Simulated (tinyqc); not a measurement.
# Random telegraph noise from one oxide trap in a small MOSFET, step by step

Computed by the program tinyqc: `OMP_NUM_THREADS=1 python tinyqc.py 2710039 2710040 out.jsonl`, one thread of a shared Intel Xeon 2.30GHz, about 0.01 s for the whole run. Printed values are rounded.

An acceptor-like trap exchanges electrons with the channel. Inversion charge Q = Cox u, u = n Vt W0(exp((Vg - VT)/(n Vt))), W0 the Lambert function, n = nf, Cox = eps0 eox/tox; linear regime Id = (W/L) mu Q Vd. Relative to threshold the surface potential rises by Vt ln(u/u0) and the oxide voltage by the rest of Vg - VT, with u0 = n Vt W0(1).

Values chosen for this exercise; values of the order met in silicon transistors:
- T = 300 K (temperature)
- eox = 8.76 (relative permittivity of the gate insulator (close to aluminium oxide))
- tox = 3.1 nm (insulator thickness)
- xt = 0.85 nm (depth of the trap from the channel interface)
- E0 = 0.14 eV (trap level above the channel Fermi level at threshold)
- s0 = 1e-17 cm^2 (capture prefactor)
- EB = 0.31 eV (capture barrier (lattice relaxation))
- lt = 0.1 nm (tunnelling decay length)
- vth = 1.3e7 cm/s (thermal velocity)
- zi = 2.4 nm (thickness of the inversion layer)
- VT = 0.47 V (threshold voltage)
- nf = 1.2 (body factor)
- W = 22 nm (gate width)
- L = 70 nm (gate length)
- mu = 200 cm^2/(V s) (mobility)
- asc = 0 V s (scattering coefficient of the charged trap)
- Vd = 0.05 V (drain voltage)
- Vg = 0.82 V (gate voltage)

Constants: q = 1.602176634e-19 C, kB = 1.380649e-23 J/K, Vt = kB T/q, eps0 = 8.8541878128e-14 F/cm where lengths are in cm. Results are converted to the units shown.

Range of the model: VT is taken as given; short-channel effects and the uneven flow of current among few electrons are left out.

## Trap level, time constants and occupancy

N = Cox u/q; dpsi = Vt ln(u/u0); E = E0 - dpsi - (xt/tox)(Vg - VT - dpsi); capture time tc = 1/[(N/zi) vth s0 exp(-xt/lt - EB/Vt)]; emission time te = tc exp(-E/Vt); occupancy te/(tc + te).

u = 0.281574 V
N = 4.39718e12 cm^-2
dpsi = 0.0716832 V
E = -0.00799587 eV
tc = 0.332942 s
te = 0.453621 s
occupancy = 0.576713

The trap lies 0.31 Vt below the Fermi level, so it is filled most of the time.

## Step height

A = W L; threshold step dV = q (1 - xt/tox)/(Cox A); gm/Id = 1/(u + n Vt); relative step dI/I = (gm/Id) dV + asc mu/A. Id as defined.

electrons in the channel N A = 67.7165
dV = 3.01800 mV
gm/Id = 3.19901 1/V
number part of dI/I = 0.965462 %
dI/I = 0.965462 %
Id = 2.21416 uA
dI = 21.3769 nA

## Lorentzian spectrum

Spectrum S(f) = 4 dI^2/{(tc + te)[(1/tc + 1/te)^2 + (2 pi f)^2]}; corner fc = (1/tc + 1/te)/(2 pi); variance dI^2 tc te/(tc + te)^2. Give S at f = 0, at fc and at 10 fc.

fc = 0.828881 Hz
S(0) = 8.56781e-17 A^2/Hz
S(fc) = 4.28391e-17 A^2/Hz
S(10 fc) = 8.48298e-19 A^2/Hz
rms current = 10.5619 nA

The rms value is 0.494 of the step; it reaches its largest share, 1/2, when tc = te.
